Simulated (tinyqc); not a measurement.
Hall effect and magnetoresistance of several carrier groups with constant relaxation times: one step, computed by the program tinyqc. Command: `OMP_NUM_THREADS=1 python tinyqc.py 3028631 3028632 out.jsonl hall2 walk`. One thread of a shared host (Intel(R) Xeon(R) Processor @ 2.30GHz), about 0.01 s of CPU time with the checks.

Group 1 has charge -e and group 2 charge -e; s_i is that sign. B lies along z; mu B is formed with mu in m^2/(V s).

Question. Resistivity, Hall coefficient and magnetoresistance. rho_xx = sigma_xx/(sigma_xx^2 + sigma_xy^2); Hall coefficient R_H = sigma_xy/(B (sigma_xx^2 + sigma_xy^2)), with B in V s/cm^2 (1 T = 1e-4 V s/cm^2); magnetoresistance MR = rho_xx(B)/rho_xx(0) - 1. Apparent density 1/(e |R_H|); Hall mobility |R_H|/rho_xx.

Inputs (values chosen for the exercise, for a model conductor): magnetic field B = 0.25 T.

Carriers: two electron groups. Densities: per area (a thin layer).

sigma_xx = 0.05930824 S

sigma_xy = -0.01622874 S

sigma at B = 0 = 0.06376919 S

Constants: e = 1.602176634e-19 C.

Give: rho_xx; Hall coefficient R_H; magnetoresistance MR; apparent density; Hall mobility.

Answer.

rho_xx = 15.7 ohm

Hall coefficient R_H = -1.72e+05 cm^2/C

magnetoresistance MR = 0.0317 %

apparent density = 3.64e+13 1/cm^2

Hall mobility = 10945 cm^2/(V s)
